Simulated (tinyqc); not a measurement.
Out-diffusion of a doped substrate or buried layer into a growing epitaxial film: one step, computed by the program tinyqc. Command: `OMP_NUM_THREADS=1 python tinyqc.py 3029013 3029014 out.jsonl buried walk`. One thread of a shared host (Intel(R) Xeon(R) Processor @ 2.30GHz), about 0.01 s of CPU time with the checks.

x is counted from the original substrate surface into the film, whose surface moves as x = v t. Substrate dopant has one diffusivity; the dopant of the film is taken as uniform.

Problem. Moving boundary against the simple erfc. For a surface that grows from dopant-free material and loses none by evaporation, with u = x/l and s = G - u: C/C_s = (1/2) [erfc(u) + (1 + 4 G (G + s)) exp(4 G s) erfc(G + s) - (4G/sqrt(pi)) exp(-u^2)]; for large G it tends to (1/2) erfc(u). Early in the growth G = sqrt(v x_s/(4 D)) for the thickness x_s reached so far; rows give C at the interface (u = 0) and at the surface (u = G).

Inputs (values chosen for the exercise, modelled on phosphorus in silicon): substrate concentration C_s = 1.3e+19 1/cm^3; growth rate v = 1.5 um/min; growth temperature T = 1025 C.

Film doping: same type as the substrate.

diffusivity D = 3.256381e-14 cm^2/s

Give: The first stage of growth.

Solution.

The first stage of growth:
```
G     C/C_s at the interface  C at the surface (1/cm^3)  simple erfc there (1/cm^3)  ratio  thickness x_s (nm)
0.10                  0.8240                  1.032e+19                   5.769e+18  1.788           5.210e-03
0.25                  0.6797                  7.139e+18                   4.704e+18  1.518           3.256e-02
0.50                  0.5772                  3.638e+18                   3.117e+18  1.167           1.303e-01
0.75                  0.5381                  1.711e+18                   1.877e+18  0.911           2.931e-01
1.00                  0.5209                  7.383e+17                   1.022e+18  0.722           5.210e-01
1.50                  0.5079                  1.043e+17                   2.203e+17  0.474           1.172e+00
2.00                  0.5037                  9.953e+15                   3.041e+16  0.327           2.084e+00
2.50                  0.5020                  6.258e+14                   2.645e+15  0.237           3.256e+00
3.00                  0.5012                  2.548e+13                   1.436e+14  0.177           4.689e+00
```

Caution: rows with a thickness or a length l = x_s/G below about 1 nm are formal for a continuum model.
